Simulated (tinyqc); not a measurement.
Domain walls in a thin film with perpendicular anisotropy: Bloch, Neel and chiral walls, motion and stripe domains: one step, computed by the program tinyqc.

One-dimensional wall: polar angle theta(x), azimuth phi of the moment in the wall (phi = 0 Neel, 90 degrees Bloch). mu_0 = 1.25663706212e-6 T m/A, gamma = 1.76085963023e11 rad/(s T).

Task: Walker breakdown. Field drive: steady motion v = gamma Delta B/alpha needs B = (alpha/2) [2 B_D sin(phi) - B_K sin(2 phi)] in size, B_K = 2 K_D/M_s, B_D = pi D/(2 M_s Delta), with phi moving from its rest value; the Walker field B_W is the largest value of |B_D sin(phi) - (B_K/2) sin(2 phi)| times alpha, reached at cos(phi) = [d - sqrt(d^2 + 8)]/4, d = B_D/B_K. Far above B_W/alpha, v = gamma Delta B alpha/(1 + alpha^2); this is used for all B above B_W.

Inputs (values chosen for the exercise, for a model film):

| quantity | value | unit |
|---|---|---|
| saturation magnetisation M_s | 1230 | kA/m |
| DMI constant D | 0.064 | mJ/m^2 |
| damping alpha | 0.21 | - |
| field mu_0 H_z | 2.9 | mT |

Drive: magnetic field.

K_D = 46.08262 kJ/m^3

width parameter Delta = 10.01270 nm

Give: B_K; B_D; Walker field B_W; velocity at B_W; velocity at B.

Result:

B_K = 74.931 mT

B_D = 8.1629 mT

Walker field B_W = 9.1024 mT

velocity at B_W = 76.421 m/s

velocity at B = 24.348 m/s

B is below B_W: steady motion. Without D, B_W would be alpha B_K/2 = 7.87 mT, so D raises it 1.2 times.
